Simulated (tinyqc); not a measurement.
## Non-linearity against on/off ratio

Worst-case read of an N x N array without selectors, ideal wires, unselected lines floating and all unselected cells in the low state with resistance K Ron: the sneak path is Rsn = K Ron [2/(N - 1) + 1/(N - 1)^2], in parallel with the selected cell Rc. A sense resistor Ron to ground gives Vout = Vr Ron/(Ron + Rc Rsn/(Rc + Rsn)); margin = [Vout(Rc = Ron) - Vout(Rc = ra Ron)]/Vr. Here N = 64; the columns give the margin for ra = 5, 50 and 300.

Result of one run:
```
Rsn/Ron  margin, ra = 5 (%)  margin, ra = 50 (%)  margin, ra = 300 (%)
3.200                 22.87                31.80                 32.75
```

Which factor by which unselected cells are more resistive K gave this result: 3, 100, 300 or 1000?

K = 100.

The whole series:
```
K     Rsn/Ron  margin, ra = 5 (%)  margin, ra = 50 (%)  margin, ra = 300 (%)
1     0.03200             0.07414              0.09132               0.09292
3     0.09599              0.5546               0.6900                0.7028
10     0.3200               3.609                4.613                 4.710
30     0.9599               11.73                15.63                 16.02
100     3.200               22.87                31.80                 32.75
300     9.599               29.15                41.43                 42.77
1000    32.00               31.99                45.89                 47.43
3000    95.99               32.88                47.31                 48.90
```

At K = 1 the margin is 0.0741 % for ra = 5 and 0.0929 % for ra = 300: an on/off ratio 60.0 times larger gains a factor of only 1.25, because the sneak path (0.032 Ron) shunts the cell. Raising K to 3000 lifts the margin at ra = 50 from 0.0913 to 47.3 %.

tinyqc, about 0.01 s, one thread, Intel Xeon 2.30GHz (shared host): `OMP_NUM_THREADS=1 python tinyqc.py 2880020 2880021 out.jsonl`
